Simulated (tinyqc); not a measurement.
Kinetics of strain relaxation and threading dislocations in mismatched semiconductor layers: one step, computed by the program tinyqc. Command: `OMP_NUM_THREADS=1 python tinyqc.py 3000808 3000809 out.jsonl threading walk`. One thread of a shared host (Intel(R) Xeon(R) Processor @ 2.30GHz), about 0.01 s of CPU time with the checks.

60-degree dislocations on {111} planes of a (001) layer, isotropic elasticity. The Schmid factor is 1/sqrt(6), and a misfit segment relieves strain with b/2.

Problem. Relaxation in the anneal. Excess resolved stress tau = (1/sqrt 6) [2 G (1 + nu)/(1 - nu)] (e - e_eq), e_eq = b (1 - nu/4) [ln(h/b) + 1]/(4 pi (1 + nu) h), the Matthews-Blakeslee strain of an uncapped layer; glide velocity v = v0 tau exp(-Q/(k_B T)), tau in MPa. Threads run in two directions, so de/dt = -(b/4) rho v, with rho fixed. With x = e - e_eq, x0 = f - e_eq (fully strained at t = 0) and v = m S x (m the mobility, S x = tau): x = x0 exp(-t/t_r), t_r = 4/(b rho_0 m S). The half time is that at which x = x0/2.

Inputs (values chosen for the exercise, modelled on Ge on Si):

| quantity | value | unit |
|---|---|---|
| misfit f | 0.0424 | - |
| shear modulus G | 57.1 | GPa |
| Poisson ratio nu | 0.26 | - |
| Burgers vector b | 4 | angstrom |
| anneal temperature T | 677 | K |
| anneal time t | 900 | s |
| initial thread density rho_0 | 48000 | 1/cm^2 |
| multiplication constant delta | 8600 | 1/m |

Sources: fixed density of threads.

mobility v/tau = 1.201920e-07 m/s per MPa

equilibrium strain e_eq = 0.002898017

Give: strain left e; share of the excess strain relieved; thread density; half time.

Solution.

strain left e = 0.02906

share of the excess strain relieved = 33.78 %

thread density = 48000 1/cm^2

half time = 1513 s

Relaxation is under way. The misfit lines laid down are 0.015 micrometre apart. Caution: at stresses above about 1 GPa the linear velocity law understates glide, as stress lowers the kink barrier. Caution: at such misfit the layer islands and relaxes during the first nanometres, so a uniform strained start is an idealisation. Caution: blocking of threads by crossing misfit lines, left out here, leaves real layers with more strain.
